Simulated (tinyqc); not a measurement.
What a faster ramp buys: rapid thermal processing of a wafer: radiative balance, ramp and cooling, pattern effects, pyrometer error and spike budget. Computed by tinyqc, a small Python program. Command: `OMP_NUM_THREADS=1 python tinyqc.py 3110637 3110638 out.jsonl rtp walk`. One thread of a shared host (Intel(R) Xeon(R) Processor @ 2.30GHz), about 0.05 s of CPU time with the checks.

The wafer is opaque and uniform through its thickness unless said otherwise; temperatures in formulas are in kelvin (C + 273.15). sigma = 5.670374419e-12 W/(cm^2 K^4).

Inputs (values chosen for the exercise, modelled on a hot silicon wafer):
```
quantity                                              value         unit
wafer thickness d                                       525   micrometre
heat capacity per volume C                             2.27   J/(cm^3 K)
thermal conductivity k                                 0.24     W/(cm K)
emissivity eps of each face                            0.71            -
reflectivity of the chamber walls r                    0.81            -
gas heat-transfer coefficient h, both faces together   0.63  mW/(cm^2 K)
wall temperature T_w                                    350            K
process temperature                                    1100            C
starting temperature                                    400            C
ramp rate                                                24          K/s
activation energy of the process E_a                    2.7           eV
```

Constants: k_B = 8.617333262e-05 eV/K.

Method:
- Effective emissivity between parallel grey plates: eps_eff = 1/(1/eps + 1/(1 - r) - 1). Loss per area q(T) = 2 eps_eff sigma (T^4 - T_w^4) + h (T - T_w).
- Absorbed power during a ramp = q(T) + C d x ramp rate; thermal time constant tau = C d/(dq/dT), dq/dT = 8 eps_eff sigma T^3 + h; natural cooling rate q/(C d); front-to-back difference under one-sided heating at the end of the ramp = (absorbed power) d/(2 k).
- Cooling with the lamps off: C d dT/dt = -q(T), integrated adaptively (relative tolerance 1e-10).
- Spike anneal: linear ramp to the peak, then lamps off. Equivalent time at the peak = int exp(-(E_a/k_B)(1/T - 1/T_peak)) dt; estimate (k_B T^2/E_a)(1/ramp rate + 1/cooling rate). The ramp part uses 4000 trapezoid steps, the cooling part 4000 steps over 4 tau.

time constant tau = 5.58497 s

holding power q = 7.72356 W/cm^2

natural cooling rate = 64.8086 K/s

Against the ramp rate:
```
ramp (K/s)  ramp part (s)  cooling part (s)  total (s)  power at the peak (W/cm^2)
10                 5.5497            1.0032     6.5529                        8.92
25                 2.2199            1.0032     3.2231                       10.70
50                 1.1099            1.0032     2.1131                       13.68
100                0.5550            1.0032     1.5581                       19.64
250                0.2220            1.0032     1.2251                       37.52
500                0.1110            1.0032     1.1141                       67.31
1000               0.0555            1.0032     1.0587                      126.90
```

What follows from these numbers?

From 10 to 100 K/s the total falls by a factor 4.2, from 100 to 1000 K/s by 1.47: the cooling part, 1.00 s, is a floor, and the natural cooling rate here is 64.8 K/s.

Extremes, crossings and ranges named in words are read from the listed rows.
